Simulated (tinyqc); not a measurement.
Five forms on the same table: equation-of-state fits to an energy-volume table made by a known binding curve. Computed by tinyqc, a small Python program. Command: `OMP_NUM_THREADS=1 python tinyqc.py 3016896 3016897 out.jsonl eosfit walk`. One thread of a shared host (Intel(R) Xeon(R) Processor @ 2.30GHz), about 0.03 s of CPU time with the checks.

With x = (V/V_0)^(1/3), the energy per atom is E = D [m x^-n - n x^-m]/(n - m), so that B0 = D n m/(9 V_0) and B' = (n + m + 6)/3. B' = dB/dP at P = 0.

Inputs (values chosen for the exercise, for a model crystal):
```
quantity                                  value             unit
cohesive energy D                          4.29          eV/atom
true volume V_0                            39.4  angstrom^3/atom
repulsive exponent n                         10                -
attractive exponent m                         1                -
half-width of the volume window w          0.04                -
shift of the window centre s             -0.019                -
points N                                     11                -
compression V/V_0 for the pressure test     0.7                -
```

Binding curve: Mie. Noise: none.

Constants: 1 eV/angstrom^3 = 160.2176634 GPa.

Method:
- B0 and B' from the formulas above; P = -dE/dV at V = c V_0 (c the compression chosen), from the curve itself.
- Table: V_j = V_0 [1 + s + w (2 j/(N - 1) - 1)], j = 0..N-1, rounded to 0.001; E_j from the curve, rounded to 1e-7 eV.
- Murnaghan: E = E0 + (B0 V/B') [(V0/V)^B'/(B' - 1) + 1] - B0 V0/(B' - 1), P = (B0/B') [(V0/V)^B' - 1].
- Birch-Murnaghan: E = E0 + (9 V0 B0/16) [y^3 B' + y^2 (2 - 4 y)], y = (V0/V)^(2/3) - 1; P = (3 B0/2) (x^7 - x^5) [1 + (3/4)(B' - 4)(x^2 - 1)], x = (V0/V)^(1/3).
- Vinet: E = E0 + (9 B0 V0/h^2) {1 + [h (1 - x) - 1] exp(h (1 - x))}, P = 3 B0 (1 - x) x^-2 exp(h (1 - x)), x = (V/V0)^(1/3), h = (3/2)(B' - 1).
- All are least-squares fits to the energies; for polynomials in V, B0 = V E'' and B' = -1 - V E'''/E'' at the minimum.

exact B0 = 19.3834 GPa

exact B' = 5.66667

exact pressure at c V_0 = 19.9120 GPa

Table:
```
V (angstrom^3)      E (eV)
37.075          -4.2804927
37.391          -4.2830354
37.706          -4.2851404
38.021          -4.2868391
38.336          -4.2881526
38.651          -4.2891011
38.967          -4.2897050
39.282          -4.2899785
39.597          -4.2899411
39.912          -4.2896089
40.227          -4.2889973
```

Fitted values:
```
form             V0 (angstrom^3)  B0 (GPa)       B'  P at c V_0 (GPa)
exact                     39.400    19.383   5.6667            19.912
parabola in V             39.400    22.142  -1.0000                 -
cubic in V                39.397    19.338   6.6513                 -
Murnaghan                 39.400    19.390   5.5545            21.823
Birch-Murnaghan           39.400    19.380   5.7199            19.036
Vinet                     39.400    19.377   5.7599            18.401
```

What does the comparison show, and why?

In B0 the Birch-Murnaghan form comes closest (-0.02 %) and the parabola in V form misses most (+14.23 %). A parabola in V has no third derivative, so its B' is -1 by construction. At c V_0, beyond the window, the pressure errors are Murnaghan +9.6 %, Birch-Murnaghan -4.4 %, Vinet -7.6 %; Murnaghan keeps B linear in P and so runs too stiff under compression.

Extremes, crossings and ranges named in words are read from the listed rows.
